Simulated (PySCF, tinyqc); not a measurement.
CISD on RHF in the 3-21g basis, for H3+, spin multiplicity 1, step by step. The lowest restricted solution is unstable here: a spin-polarised one lies 0.0209 hartree lower (PySCF). One step of it, computed by the program tinyqc.

Problem. Iteration 7 (converged): orbitals. Diagonalise F' = X^T F X, C = X C', fill 1 alpha and 1 beta electrons from the bottom; D = 2 C_occ C_occ^T. Each column has its largest component positive (the first on a tie).

converged F (hartree):
```
           1H 1s      1H 2s      2H 1s      2H 2s      3H 1s      3H 2s
1H 1s  -0.055139  -0.588631  -0.182245  -0.318524  -0.182245  -0.318524
1H 2s  -0.588631  -0.613606  -0.309064  -0.410242  -0.309064  -0.410242
2H 1s  -0.182245  -0.309064  -0.041914  -0.487810  -0.034259  -0.071964
2H 2s  -0.318524  -0.410242  -0.487810  -0.445654  -0.071964  -0.151736
3H 1s  -0.182245  -0.309064  -0.034259  -0.071964  -0.041914  -0.487810
3H 2s  -0.318524  -0.410242  -0.071964  -0.151736  -0.487810  -0.445654
```

X:
```
           1H 1s      1H 2s      2H 1s      2H 2s      3H 1s      3H 2s
1H 1s   1.256904  -0.535605   0.024218   0.054529   0.024218   0.054529
1H 2s  -0.535605   1.644072   0.042581  -0.453730   0.042581  -0.453730
2H 1s   0.024218   0.042581   1.241149  -0.485540  -0.001908  -0.007854
2H 2s   0.054529  -0.453730  -0.485540   1.422518  -0.007854   0.131712
3H 1s   0.024218   0.042581  -0.001908  -0.007854   1.241149  -0.485540
3H 2s   0.054529  -0.453730  -0.007854   0.131712  -0.485540   1.422518
```

Give: F' = X^T F X; orbital energies; coefficients C; D after iteration 7.

Solution.

F' = X^T F X (hartree):
```
        1       2       3       4       5       6
1   0.477  -0.685  -0.022  -0.080  -0.022  -0.080
2  -0.685   0.004  -0.102  -0.199  -0.102  -0.199
3  -0.022  -0.102   0.397  -0.578  -0.017  -0.002
4  -0.080  -0.199  -0.578   0.008  -0.002  -0.014
5  -0.022  -0.102  -0.017  -0.002   0.397  -0.578
6  -0.080  -0.199  -0.002  -0.014  -0.578   0.008
```

orbital energies (hartree): MO1 -0.778, MO2 -0.391, MO3 -0.140, MO4 0.802, MO5 0.827, MO6 0.972

coefficients C:
```
         MO1     MO2     MO3     MO4     MO5     MO6
1H 1s  0.225   0.000   0.219   0.042   0.000  -1.332
1H 2s  0.468   0.000   0.945  -0.526   0.000   1.420
2H 1s  0.165   0.237  -0.178  -0.912   0.911  -0.038
2H 2s  0.230   0.546  -0.672   0.962  -0.806  -0.330
3H 1s  0.165  -0.237  -0.178  -0.912  -0.911  -0.038
3H 2s  0.230  -0.546  -0.672   0.962   0.806  -0.330
```

D after iteration 7:
```
       1H 1s  1H 2s  2H 1s  2H 2s  3H 1s  3H 2s
1H 1s  0.102  0.211  0.074  0.104  0.074  0.104
1H 2s  0.211  0.438  0.154  0.215  0.154  0.215
2H 1s  0.074  0.154  0.054  0.076  0.054  0.076
2H 2s  0.104  0.215  0.076  0.106  0.076  0.106
3H 1s  0.074  0.154  0.054  0.076  0.054  0.076
3H 2s  0.104  0.215  0.076  0.106  0.076  0.106
```
